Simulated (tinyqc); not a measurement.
Gate voltage for a given inversion charge.

Problem. p-type body, charge-sheet picture, depletion and inversion only, full ionisation (an idealisation for deep acceptors), Boltzmann statistics (rough once Na exp(x - xn) passes about Nc/7). In units of Vt: xg = (Vg - Vfb)/Vt, x = psi/Vt, G = gamma/sqrt(Vt), xn = (2 phiF + Vc)/Vt. The implicit equation is (xg - x)^2 = G^2 [x - 1 + exp(x - xn)] for x above about 3. Cox = eps0 eox/tox. ni = sqrt(Nc Nv) exp(-Eg/(2 Vt)), Eg in volts; phiF = Vt ln(Na/ni); gamma = sqrt(2 q eps0 eps_r Na)/Cox. N_inv = (Cox Vt G/q) [sqrt(x - 1 + exp(x - xn)) - sqrt(x - 1)]. Find x - xn, psi and Vg.

Parameters, values chosen for the exercise; band and dielectric values close to those of silicon: temperature T = 300 K; band gap Eg = 1.1 eV; relative permittivity eps_r = 11.9; conduction-band density of states at T Nc = 2.83e19 cm^-3; valence-band density of states at T Nv = 2.66e19 cm^-3; relative permittivity of the gate insulator (close to hafnium oxide) eox = 21.6; insulator thickness tox = 51 nm; acceptor density Na = 3.2e17 cm^-3; flat-band voltage Vfb = -0.82 V; channel-body voltage Vc = 0.2 V.

Constants: q = 1.602176634e-19 C, kB = 1.380649e-23 J/K, Vt = kB T/q, eps0 = 8.8541878128e-14 F/cm where lengths are in cm. Results are converted to the units shown.

N_inv = 8.2e10 cm^-2

Answer. N_inv rises steadily with x, so it fixes x; the implicit equation then gives xg directly.

x - xn = 1.18
psi = 1.10 V
Vg = 1.22 V

Computed by the program tinyqc: `OMP_NUM_THREADS=1 python tinyqc.py 2122205 2122206 out.jsonl`, one thread of a shared Intel Xeon 2.30GHz, about 0.01 s for the whole run.
